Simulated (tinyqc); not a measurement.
Electron mobility of a polar semiconductor by Rode's iterative solution of the Boltzmann equation: one step, computed by the program tinyqc.

The distribution is f(E) + e F l(E) (-df/dE) cos(theta) for a weak field F, theta counted from the force; l(E) is a mean free path. Elastic processes enter by their momentum rate, polar optical phonons by out- and in-scattering terms. One valley only: where upper valleys lie close, measured mobilities are lower. The density n is prescribed, even where a narrow-gap material would have more intrinsic carriers.

Question. Fermi level and screening. Kane band: hbar^2 k^2/(2 m) = E (1 + alpha E), speed v = hbar k/(m (1 + 2 alpha E)), states per spin, volume and energy g(E) = m k (1 + 2 alpha E)/(2 pi^2 hbar^2); overlap factors are set to 1. Masses are multiplied by m_0 and all formulas are in SI units. The reduced Fermi level eta = E_F/(k_B T) solves n = 2 Z int g f dE with f = 1/(1 + exp(x - eta)) (Z = 1 unless valleys are given); screening length L_s = sqrt(eps_s eps_0 k_B T/(e^2 dn/deta)), dn/deta = 2 Z int g f (1 - f) dE. Integrals over x = E/(k_B T) use 160 Gauss-Legendre points in u = sqrt(x) from 0 to sqrt(max(eta, 0) + 32). N_I = n (1 + C)/(1 - C).

Inputs (values chosen for the exercise, modelled on GaSb):
```
quantity                    value    unit
effective mass m           0.0408     m_0
non-parabolicity alpha        1.2    1/eV
static permittivity eps_s    15.7       -
electron density n          9e+17  1/cm^3
compensation ratio C            0       -
temperature T                 400       K
```

Band: Kane. Elastic processes: acoustic, impurity.

Constants: k_B = 8.617333262e-05 eV/K; m_0 = 9.1093837015e-31 kg; e = 1.602176634e-19 C; hbar = 1.054571817e-34 J s; eps_0 = 8.8541878128e-12 F/m; k_B = 1.380649e-23 J/K.

Give: reduced Fermi level eta; screening length L_s; ionised impurity density N_I.

Answer.

reduced Fermi level eta = 1.627

screening length L_s = 7.477 nm

ionised impurity density N_I = 9.00e+17 1/cm^3

Caution: the gas is degenerate, and screening of the polar coupling, left out here, would raise the mobility.
